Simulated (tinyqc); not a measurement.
Worked calculation: hydrogen passivation and dissociation of interface defects with a spread of activation energies. Computed by tinyqc, a small Python program that keeps every step. Command: `OMP_NUM_THREADS=1 python tinyqc.py 3027226 3027227 out.jsonl passivation walk`. One thread of a shared host (Intel(R) Xeon(R) Processor @ 2.30GHz), about 0.01 s of CPU time with the checks. Intermediate numbers are printed to about 6 digits and carried at full precision; extremes and crossings named in words are read from the listed rows.

All defects start passivated and lose hydrogen by HP -> P + H; no hydrogen is supplied. Activation energies are normally distributed.

Inputs (values chosen for the exercise, for a model interface):
```
quantity                        value   unit
defect density N_0            1.9e+12  cm^-2
mean dissociation energy E_d     2.76     eV
spread s_d                      0.055     eV
prefactor k_d0                1.2e+13    1/s
anneal temperature T              570      K
anneal time t                   16000      s
```

Ambient: vacuum.

Constants: k_B = 8.617333262e-05 eV/K.

## Sites at the mean energies

b = k_d0 exp(-E_d/k_B T); the active share of one kind of site is 1 - exp(-b t).

dissociation rate b = 4.74291e-12 1/s

active share, single energy = 7.58865e-08

## A five-point average

Gauss-Hermite nodes for a unit normal variable, z = 0, +/-1.355626, +/-2.856970 with weights 0.533333, 0.222076, 0.011257; the energy is E_d + s_d z.

Nodes:
```
z            weight  energy (eV)   rate (1/s)  active share
-2.856970  0.011257      2.60287  1.16245e-10   1.85991e-06
-1.355626  0.222076      2.68544  2.16410e-11   3.46257e-07
0.000000   0.533333      2.76000  4.74291e-12   7.58865e-08
1.355626   0.222076      2.83456  1.03947e-12   1.66315e-08
2.856970   0.011257      2.91713  1.93516e-13   3.09625e-09
```

active share, five points = 1.42033e-07

## Average over the spread

Full average: z from -5 to 5 in steps of 0.125 with normalised weights exp(-z^2/2), energy = mean + spread x z.

active share = 1.42039e-07

active defects = 269874 cm^-2

The spread changes the active share from 7.59e-8 to 1.42e-7: the weakly bound tail dissociates first.

## Isochronal anneals

The formulas are those given above.

Same time, other temperatures:
```
T (K)      b (1/s)  active share, single energy  active share, spread
700    1.61457e-07                  2.57997e-03               0.00390
750    3.41034e-06                  5.31034e-02               0.07265
800    4.91979e-05                  5.44867e-01               0.55515
850    5.18472e-04                  9.99750e-01               0.98462
900    4.20592e-03                  1.00000e+00               1.00000
950    2.73715e-02                  1.00000e+00               1.00000
1000   1.47704e-01                  1.00000e+00               1.00000
1050   6.78835e-01                  1.00000e+00               1.00000
1100   2.71594e+00                  1.00000e+00               1.00000
```

Hydrogen is lost over a window: solving the same formulas, the share goes from 10 to 90 % within 73 K with the spread and 60 K without, since weakly bound sites go early and strongly bound ones late; half is lost near 796 K, where k_B T ln(k_d0 t) is about E_d.

## Isothermal kinetics

Times are decades about 1/b of the mean site. The last column is the part of the change still to come; rows stop once it is below 1e-5.

Against time:
```
t (s)     active share, single energy  active share, spread  unreacted part
2.00e+08                  9.48132e-04           1.77002e-03     9.98230e-01
2.00e+09                  9.44097e-03           1.72377e-02     9.82762e-01
2.00e+10                  9.04981e-02           1.41176e-01     8.58824e-01
2.00e+11                  6.12710e-01           6.01531e-01     3.98469e-01
2.00e+12                  9.99924e-01           9.65914e-01     3.40863e-02
2.00e+13                  1.00000e+00           9.99796e-01     2.04193e-04
```

A single energy finishes within about two decades of time. With the spread the unreacted part is 0.98 at 2e9 s and still 0.034 at 2e12 s, where one energy leaves 7.6e-5: a width of s/k_B T = 1.12 in ln(rate) stretches the decay markedly. Times above 1e9 s (about 30 years) are only formal.

Checks made by the program: the average on a grid twice as fine (relative difference 6e-06).
